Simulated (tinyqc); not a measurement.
Slater-Koster d bands of an fcc metal: one step. The Hamiltonian at one k.

Slater-Koster d bands. For a bond with direction cosines (l, m, n) the 5 x 5 block is dds Ps + ddp Pp + ddd (1 - Ps - Pp), the projectors on sigma, pi and delta states about the bond; for instance <xy|xy> = 3 l^2 m^2 dds + (l^2 + m^2 - 4 l^2 m^2) ddp + (n^2 + l^2 m^2) ddd, <xy|yz> = 3 l m^2 n dds + l n (1 - 4 m^2) ddp + l n (m^2 - 1) ddd and <3z2-r2|3z2-r2> = (n^2 - (l^2 + m^2)/2)^2 dds + 3 n^2 (l^2 + m^2) ddp + (3/4)(l^2 + m^2)^2 ddd. H(k) sums the blocks times cos(k.R) over the neighbours; the d level is the zero of energy; k in 2 pi/a.

Neighbours: twelve at (a/2)(1,1,0) and equivalents.

Parameters, chosen for this exercise (of the size met in Co; the results hold for these values, not for the real material): dds = -0.516 eV (dd sigma); ddp = 0.273 eV (dd pi); ddd = -0.046 eV (dd delta); k = (0.35, 0.08, 0) 2 pi/a (wave vector).

Task: Sum over the neighbours.

Give: H(k).

Result:

H(k) (eV), lower triangle:
```
             xy       yz       zx   x2-y2  3z2-r2
xy      -0.0551
yz            0  -1.1382
zx            0  -0.1414  -0.0843
x2-y2         0        0        0  0.1708
3z2-r2  -0.1804        0        0  0.3891  0.6449
```

Program tinyqc; command `OMP_NUM_THREADS=1 python tinyqc.py 1482536 1482537 out.jsonl`; about 0.03 s on one thread of a shared Intel(R) Xeon(R) Processor @ 2.30GHz.
